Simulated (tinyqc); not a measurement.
## Trap density from two Hall measurements

Problem. p-type body, charge-sheet picture, full ionisation (an idealisation for deep acceptors), Boltzmann statistics for free electrons. e = Ec - EF at the surface. psi = Eg - Vt ln(Nv/Na) - e; N_dep = sqrt(2 eps0 eps_r Na (psi - Vt)/q); n_f = sqrt(N_dep^2 + 2 eps0 eps_r Vt Nc exp(-e/Vt)/q) - N_dep; Vg = Vfb + psi + q (N_dep + n_t + n_f)/Cox, Cox = eps0 eox/tox. Find e and n_t at both points and the mean trap density between them.

Inputs (values chosen for the exercise); band and dielectric values close to those of silicon: temperature T = 400 K; band gap Eg = 1.13 eV; relative permittivity eps_r = 11.8; conduction-band density of states at T Nc = 4.31e19 cm^-3; valence-band density of states at T Nv = 4.03e19 cm^-3; relative permittivity of the insulator eox = 3.9; insulator thickness tox = 45 nm; acceptor density Na = 9.6e16 cm^-3; flat-band voltage without trapped charge Vfb = -0.99 V.

Constants: q = 1.602176634e-19 C, kB = 1.380649e-23 J/K, Vt = kB T/q, eps0 = 8.8541878128e-14 F/cm where lengths are in cm. Results are converted to the units shown.

Vg (V): [1.7691491, 2.4474780]
free sheet density from the Hall effect (cm^-2): [1.1293232e9, 2.4824706e10]

Solution. Each n_f fixes e; what the gate voltage holds beyond psi, N_dep and n_f is trapped; the difference quotient is the density, smeared over a few Vt.

e (eV): [0.318, 0.208]
n_t (cm^-2): [1.87e11, 3.57e11]
mean trap density = 1.55e12 cm^-2 eV^-1

Numbers from tinyqc (`OMP_NUM_THREADS=1 python tinyqc.py 2222028 2222029 out.jsonl`; about 0.02 s on one thread of a shared Intel Xeon 2.30GHz).
